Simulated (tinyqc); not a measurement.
Comparisons within one model: short-period [001] superlattice in sp3s* tight binding. A value that a table varies takes the place of the one given here.

Planes alternate anion, cation along [001], a/4 apart; at zero in-plane momentum s, pz, s* form one block. All levels of A are shifted so that its Ev (lower root of [[Epa, Vxx], [Vxx, Epc]]) is 0, and those of B so that its Ev is -dEv. A monolayer is an anion plane and the cation plane above it; an anion between unlike cations takes the mean of the two anion levels; each bond takes the couplings of its cation. Block from an anion to the cation above: U with Vss/2 (s,s), Vsapc/2 (s,z), -Vscpa/2 (z,s), Vxx/2 (z,z), Vxapc/2 (s*,z), -Vpaxc/2 (z,s*); to the cation below: the same with the s-z and s*-z signs reversed. The cell of n + m monolayers is closed with the phase exp(2 pi i q). No spin-orbit coupling. In this block 2 (n + m) levels are filled.

For the two lowest empty levels at q = 0: energy, share of the cation weight on A, and Gamma character, the share of the cation amplitudes with Fourier index |j|/(n + m) < 1/4 along the stack (near 1: Gamma-like, near 0: folded from X).

Inputs chosen for the exercise (A near a published set for GaAs, B for AlAs; the results hold for these values, not for the real material):
- pA = (-8.322, 1.038, -2.656, 3.67, 8.594, 6.728, -6.446, 1.958, 5.078, 4.47, 5.769, 4.836, 4.797) eV (order Esa, Epa, Esc, Epc, Exa, Exc, Vss, Vxx, Vxy, Vsapc, Vscpa, Vxapc, Vpaxc)
- pB = (-7.542, 0.984, -1.164, 3.591, 7.495, 6.716, -6.646, 1.88, 4.284, 5.099, 5.51, 4.523, 4.999) eV (the same for B)
- dEv = 0.54 eV (valence offset: Ev(B) lies this far below Ev(A))
- a = 5.649 angstrom (lattice constant, taken common; strain is left out)
- nw = 15 (monolayers of A)
- n2 = 9 (monolayers of A)
- m2 = 4 (monolayers of B)

## Equal layers of growing thickness

n = m.

Lowest empty levels:
```
n = m  layer (angstrom)  E1 (eV)  on A  Gamma  E2 (eV)  on A  Gamma
2                   5.6   1.8740  0.41   0.05   1.9388  0.68   0.88
3                   8.5   1.8367  0.16   0.00   1.9058  0.74   0.94
4                  11.3   1.7943  0.12   0.05   1.8817  0.75   0.95
6                  16.9   1.7583  0.07   0.04   1.8114  0.84   0.96
8                  22.6   1.7445  0.41   0.42   1.7552  0.62   0.68
10                 28.2   1.7085  0.95   0.99   1.7449  0.01   0.01
12                 33.9   1.6780  0.97   0.99   1.7422  0.01   0.00
14                 39.5   1.6556  0.97   1.00   1.7381  0.00   0.00
18                 50.8   1.6259  0.99   1.00   1.7355  0.00   0.00
```

At zero in-plane momentum (the in-plane X valleys are left out) the lowest level is X-like for n = 2, 3, 4, 6 and 8 and Gamma-like for the others (a Gamma weight between about 0.35 and 0.65 marks an even mixture, at the crossover). Thin layers push the light Gamma electron up past the heavy X electron, whose share on A runs from 0.07 to 0.41, so for n = 3, 4 and 6 it lies apart from the holes in A (type II); the crossover lies between n = 8 and 10. The crossover moves with dEv and with the electron mass, which this model makes too heavy, so it comes at thinner layers than in the real system. At n = 18 the lowest level lies 0.069 eV above the lowest bulk edge of the two crystals, with 99 % of its cation weight on A.

## Miniband width against barrier thickness

nw monolayers of A and m of B; lowest empty level at q = 0 and q = 1/2. The decay constant is ln(width(4)/width(6)) over two monolayers, each a/2 thick.

Lowest miniband:
```
m  E(q = 0) (eV)  E(q = 1/2) (eV)  width (meV)  Gamma character
1         1.5943           1.6874       93.095             0.99
2         1.6171           1.6726       55.451             1.00
3         1.6294           1.6626       33.156             1.00
4         1.6364           1.6565       20.092             1.00
5         1.6407           1.6525       11.833             1.00
6         1.6430           1.6502        7.208             1.00
8         1.6454           1.6479        2.559             1.00
```

decay constant = 0.1815 1/angstrom

The width falls from 93.1 to 2.56 meV, as exp(-kappa d) with kappa = 0.181 1/angstrom, which stands for the decay constant of the barrier at this energy: each monolayer costs a factor 1.67. The level at q = 0 rises by 51 meV towards that of a single well.

## What each change does

A cell with n = n2 and m = m2. Each row changes one parameter from the base and keeps the others.

Results:
```
case           E1 (eV)  A share 1  Gamma 1  E2 (eV)  A share 2  Gamma 2
base            1.7055       0.92     0.98   1.7977       0.08     0.03
n2 = 11         1.6748       0.94     0.99   1.7970       0.07     0.01
m2 = 6          1.7204       0.91     0.96   1.7616       0.05     0.05
dEv = 0.64 eV   1.6913       0.69     0.70   1.7102       0.37     0.41
```

The largest shifts from the base row, up to three for each result and ties (the steps differ in size, so this ranks the rows, not the parameters). E1 (eV): n2 -0.0307, m2 +0.0149, dEv -0.0142. A share 1: dEv -0.23, n2 +0.02, m2 -0.01. Gamma 1: dEv -0.28, m2 -0.02, n2 +0.01. E2 (eV): dEv -0.0875, m2 -0.0360, n2 -0.0007. A share 2: dEv +0.29, m2 -0.03, n2 -0.00. Gamma 2: dEv +0.38, m2 +0.02, n2 -0.02.

Computed by tinyqc, a small Python program: `OMP_NUM_THREADS=1 python tinyqc.py 1452473 1452474 out.jsonl` (the numbers bound the seed that draws the inputs); one thread of a shared host (Intel(R) Xeon(R) Processor @ 2.30GHz), about 0.5 s for the whole set of steps.
